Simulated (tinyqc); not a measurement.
# Worked calculation: double-gate transistor, scale length and short-channel effects

Program tinyqc, `OMP_NUM_THREADS=1 python tinyqc.py 2420163 2420164 out.jsonl`; Intel Xeon 2.30GHz, shared host, one thread, about 0.01 s. Printed values are rounded.

A body of thickness ts between two insulators of thickness ti and two tied gates. Below threshold the potential that source and drain add obeys Laplace's equation and vanishes on the gate. Its lowest mode decays along the channel as exp(-k y); k is the smallest positive root of the matching condition at the interface, and the scale length is Lambda = pi/k.

Values chosen for this exercise; permittivities: semiconductor made up, insulator close to that of silicon dioxide: temperature T = 273 K; relative permittivity of the semiconductor eps_r = 15.5; relative permittivity of the insulator ei = 3.99; insulator thickness ti = 2.5 nm; body thickness ts = 3.1 nm; channel length L = 41 nm; potential of the source Vbi = 0.9 V; potential of the barrier top at threshold sT = 0.45 V; long-channel threshold VTL = 0.37 V; long-channel body factor m = 1; drain voltage Vds = 0.6 V.

Constants: q = 1.602176634e-19 C, kB = 1.380649e-23 J/K, Vt = kB T/q. Results are converted to the units shown.

## Scan of the matching condition

k, point 0 to 7 (1/nm): 0.04375  0.0875  0.13125  0.175  0.21875  0.2625  0.30625  0.35

f(k) = ei cos(k ti) cos(k ts/2) - eps_r sin(k ti) sin(k ts/2).

f(k), point 0 to 7: 3.842396  3.404352  2.690026  1.722519  0.533154  -0.839511  -2.350889  -3.951766

The first change of sign lies between k = 0.21875 and 0.2625 1/nm.

## Iteration 1: decay constant by Newton steps

k at the start = 0.2187500 1/nm

f(k) = ei cos(k ti) cos(k ts/2) - eps_r sin(k ti) sin(k ts/2); f' by a central difference with +/- 1e-5 1/nm; k(new) = k - f/f'.

f = 0.5331543
f' = -29.43971 nm
k after iteration 1 = 0.2368600 1/nm

## Iteration 2: decay constant by Newton steps

As before.

f = -0.01524476
f' = -31.09513 nm
k after iteration 2 = 0.2363698 1/nm

## Course of the iteration: decay constant by Newton steps

Stop when k changes by less than 1e-10 1/nm, or after 30 iterations.

Course of the iteration:
```
iteration   k (1/nm)  |change| (1/nm)
1          0.2368600           0.0181
2          0.2363698          4.90e-4
3          0.2363694          3.36e-7
4          0.2363694         1.58e-13
```

Converged in 4 iterations. At the end the number of correct digits about doubles with each step.

## Scale length against simple estimates

k = 0.2363694 1/nm

Lambda = pi/k and l = 1/k. A parabolic potential across the structure gives l(parabolic) = sqrt((eps_r/(2 ei)) ts ti (1 + ei ts/(4 eps_r ti))).

Lambda = 13.29103 nm
l = 4.230665 nm
l(parabolic) = 4.031688 nm

The parabolic estimate is 4.7 % below l.

## Threshold shift, barrier position and swing

Along the channel psi(y) = s + a exp(y/l) + b exp(-y/l) with psi(0) = Vbi, psi(L) = Vbi + Vds and l = 1/k = Lambda/pi; with A = Vbi - s, B = A + Vds, x = exp(-L/l): a = (B - A x) x/(1 - x^2), b = (A - B x)/(1 - x^2). The minimum is s + 2 sqrt(a b), at y = (l/2) ln(b/a). The long-channel potential follows the gate as s = sT + (Vg - VTL)/m, and the threshold VT is the gate voltage at which the minimum equals sT. Swing = m Vt ln 10/g at threshold, g = d(minimum)/ds = 1 - (b x + a)/((1 + x) sqrt(a b)).

s at threshold = 0.4390025 V
a = 6.559806e-5 V
b = 0.4609319 V
position of the minimum = 18.73647 nm
VT = 0.3590025 V
swing = 55.11209 mV/decade

The threshold lies 11.0 mV below the long-channel value, and the barrier top sits at 0.46 L from the source.
